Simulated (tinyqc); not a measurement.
Active against total: solid solubility of a dopant against its melt (retrograde solidus), clustering and the electrically active fraction. Computed by tinyqc, a small Python program. Command: `OMP_NUM_THREADS=1 python tinyqc.py 3031735 3031736 out.jsonl retro walk`. One thread of a shared host (Intel(R) Xeon(R) Processor @ 2.30GHz), about 0.01 s of CPU time with the checks.

Inputs (values chosen for the exercise, of the order of those of gallium in silicon for the solubility):
```
quantity                                      value    unit
atoms per cluster m                               3       -
cluster scale N* at 1273 K                  5.3e+20  1/cm^3
activation energy E_b of the cluster scale     0.34      eV
anneal temperature T_a                          975       K
```

Clustering: clusters of m atoms, electrons left out.

Constants: k_B = 8.617333262e-05 eV/K.

Method. A highly soluble donor (another dopant than that of the solidus) is limited by clustering. Donors N_a are active, and clusters hold m atoms each: N_t = N_a + m C, m C = N* (N_a/N*)^m, with N*(T) = N*(1273 K) exp[-(E_b/k_B)(1/T - 1/1273)].

Active density (1/cm^3):
```
N_t (1/cm^3)  N_a at T_a  fraction  N_a at T_a + 150 K  N_a at T_a - 150 K
1.00e+19      9.9765e+18   0.99765          9.9920e+18          9.8999e+18
3.00e+19      2.9398e+19   0.97995          2.9787e+19          2.7787e+19
1.00e+20      8.5305e+19   0.85305          9.3436e+19          6.7825e+19
2.00e+20      1.3791e+20   0.68954          1.6431e+20          9.9233e+19
5.00e+20      2.2616e+20   0.45232          2.9449e+20          1.5025e+20
1.00e+21      3.0804e+20   0.30804          4.1691e+20          1.9812e+20
2.00e+21      4.0676e+20   0.20338          5.6312e+20          2.5665e+20
5.00e+21      5.7190e+20   0.11438          8.0485e+20          3.5579e+20
```

What does the comparison show, and why?

The exponent d ln N_a/d ln N_t falls from 0.98 to 0.37, towards 1/m = 0.333. At the highest dose a 150 K hotter anneal gives 1.41 times the active density, and a later step 150 K cooler would cut it to 0.62 if it ran to equilibrium: short hot anneals come last. For ionised donors far above n_i the electrons enter the mass action too and halve the limiting exponent.

Extremes, crossings and ranges named in words are read from the listed rows.
